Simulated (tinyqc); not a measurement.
# Gap voltage and exponent from three temperatures

Question. At constant current VBE(T) = Vg0 - a T - eta (kB T/q) ln T, where a is a constant. Find Vg0, eta and dVBE/dT at the middle temperature.

Constants: q = 1.602176634e-19 C, kB = 1.380649e-23 J/K. Results are converted to the units shown.

T (K): [233, 253, 273]
VBE at a constant current (V): [0.7149716950, 0.6722983642, 0.6291613255]

Answer. The relation is linear in Vg0, a and eta, so three points give a linear system; the slope is (VBE - Vg0 - eta kB T/q)/T. eta rests on the curvature of VBE(T) alone, so real fits need accuracy of some tens of microvolts or better.

Vg0 = 1.14 V
eta = 3.40
dVBE/dT = -2.15 mV/K

tinyqc, about 0.02 s, one thread, Intel Xeon 2.30GHz (shared host): `OMP_NUM_THREADS=1 python tinyqc.py 2062154 2062155 out.jsonl`
